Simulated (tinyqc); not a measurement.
# Doping and flat-band voltage from two insulator thicknesses

Problem. A junctionless wire is fully depleted at VT = Vfb - q Nd R^2/(4 eps0 eps_r) - q Nd R^2 ln(1 + tox/R)/(2 eps0 eox). Find Nd and Vfb.

Inputs (values chosen for the exercise); material values those of a made-up semiconductor: relative permittivity of the semiconductor eps_r = 16.3; relative permittivity of the gate insulator eox = 7.5; wire radius R = 15 nm.

Constants: q = 1.602176634e-19 C, eps0 = 8.8541878128e-14 F/cm where lengths are in cm. Results are converted to the units shown.

VT at tox = 2.4 and 5.3 nm (V): [-0.32620828, -0.72787847]

Solution. The difference of the thresholds is proportional to Nd and holds no Vfb.

Nd = 9.60e18 cm^-3
Vfb = 0.660 V

Program tinyqc, `OMP_NUM_THREADS=1 python tinyqc.py 2460061 2460062 out.jsonl`; Intel Xeon 2.30GHz, shared host, one thread, about 0.01 s.
